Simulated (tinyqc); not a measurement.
Core-level spacing from the offsets.

Question. For an overlayer B on a substrate A, dEv = (iB - iA) - (cB - vB) + (cA - vA) in binding energies, and dEc + dEv = EgB - EgA. Find dEv and the spacing iB - iA that a thin film must show.

Parameters, values chosen for the exercise:
- EgA = 1.13 eV (gap of the substrate A)
- EgB = 9 eV (gap of the overlayer B)

dEc = 3.83 eV
cA - vA = 63.19 eV
cB - vB = 84.48 eV

Answer. The gaps give dEv, and the Kraut relation is solved for the spacing.

dEv = 4.0400 eV
iB - iA = 25.330 eV

Computed by the program tinyqc: `OMP_NUM_THREADS=1 python tinyqc.py 2410002 2410003 out.jsonl`, one thread of a shared Intel Xeon 2.30GHz, about 0.01 s for the whole run.
